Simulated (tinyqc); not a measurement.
Inside a calculation. Model: metal gate on a two-layer dielectric stack with fixed charge and a dipole.

Computed by the program tinyqc: `OMP_NUM_THREADS=1 python tinyqc.py 2010156 2010157 out.jsonl`, one thread of a shared Intel Xeon 2.30GHz, about 0.01 s for the whole run. Printed values are rounded.

Gate, layer 2, layer 1, p-type semiconductor; x runs from the gate inwards. Charges are counted in units of +q. psi is the band bending at the surface, positive towards inversion. Classical charge, Boltzmann statistics, no interface traps.

Parameters, values chosen for the exercise; band and dielectric values close to those of silicon, layer 1 close to silicon dioxide, layer 2 close to hafnium oxide:
```
symbol    value   unit                                               meaning
T           300      K                                           temperature
Eg         1.11     eV                                              band gap
eps_r      11.8                                        relative permittivity
Nc      2.81e19  cm^-3                conduction-band density of states at T
Nv       2.6e19  cm^-3                   valence-band density of states at T
chi        4.13     eV                                     electron affinity
Na       4.6e17  cm^-3                                      acceptor density
pM         5.11     eV                       work function of the gate metal
t1          1.2     nm       thickness of layer 1, next to the semiconductor
e1         4.02                             relative permittivity of layer 1
t2          3.6     nm                thickness of layer 2, next to the gate
e2         22.3                             relative permittivity of layer 2
Q1       1.4e11  cm^-2           fixed charge at the semiconductor interface
Q2       5.1e11  cm^-2                       fixed charge between the layers
r1            0  cm^-3                     uniform charge density in layer 1
r2      -1.9e18  cm^-3                     uniform charge density in layer 2
Vd            0      V  flat-band shift by a dipole layer between the layers
ps        1.025      V                 band bending psi of the working point
```

Constants: q = 1.602176634e-19 C, kB = 1.380649e-23 J/K, Vt = kB T/q, eps0 = 8.8541878128e-14 F/cm where lengths are in cm. Results are converted to the units shown.

Range of the model: At the working point ps the carrier density at the surface is 2.1 times the band density of states, where degeneracy and quantisation, left out here, matter.

## Equivalent thickness and work-function difference

EOT = 3.9 (t1/e1 + t2/e2), Cox = eps0/(t1/e1 + t2/e2); phi_ms = pM - (chi + Eg - Vt ln(Nv/Na)).

EOT = 1.793776 nm
Cox = 1.925064 uF/cm^2
share of layer 1 in the EOT = 64.90105 %
phi_ms = -0.02569687 V

## Flat-band voltage, term by term

EOT = 3.9 (t1/e1 + t2/e2), Cox = eps0/(t1/e1 + t2/e2); phi_ms = pM - (chi + Eg - Vt ln(Nv/Na)). Vfb = phi_ms + Vd - (q/eps0) [Q1 (t1/e1 + t2/e2) + Q2 t2/e2 + r1 (t1^2/(2 e1) + t1 t2/e2) + r2 t2^2/(2 e2)]: each charge counts with its electrical distance from the gate.

terms (V): phi_ms -0.02569687, dipole 0.00000000, Q1 -0.01165180, Q2 -0.01489805, r1 0.00000000, r2 0.00999046
Vfb = -0.04225626 V

Apart from phi_ms the largest term is that of Q2, -14.9 mV; all charges and the dipole together move Vfb by -16.6 mV.

## Threshold voltage

ni = sqrt(Nc Nv) exp(-Eg/(2 Vt)), Eg in volts, pB = Vt ln(Na/ni), Vth = Vfb + 2 pB + sqrt(4 q eps0 eps_r Na pB)/Cox.

ni = 1.283070e10 cm^-3
pB = 0.4496929 V
depletion charge = 0.3721667 uC/cm^2
Vth = 1.050456 V

## Charge in the semiconductor

ni = sqrt(Nc Nv) exp(-Eg/(2 Vt)), Eg in volts. Qs = -sign(psi) sqrt(2 q eps0 eps_r Na Vt [exp(-u) + u - 1 + (ni/Na)^2 (exp(u) - u - 1)]), u = psi/Vt.

Qs = -0.8167180 uC/cm^2

The surface is in strong inversion: psi exceeds 2 Vt ln(Na/ni) = 0.899 V.

## Fields and voltage drops

Gauss: D = -Qs just inside the semiconductor; going towards the gate subtract q Q1, then q r1 t1, q Q2 and q r2 t2. Field = D/(eps0 e); the drop over a layer is its mean field times its thickness; Vg = phi_ms + Vd + psi + both drops.

```
place	D (uC/cm^2)	field (MV/cm)
layer 2, gate side	0.8221654	0.416395
layer 2, inner side	0.7125766	0.360893
layer 1, outer side	0.7942876	2.231531
layer 1, semiconductor side	0.7942876	2.231531
semiconductor surface	0.8167180	0.781702
```

drop over layer 2 = 0.1399118 V
drop over layer 1 = 0.2677838 V
Vg = 1.406999 V

The same Vg follows from Vfb + psi - Qs/Cox. The largest field, 2.23 MV/cm in size, is at: layer 1, outer side.
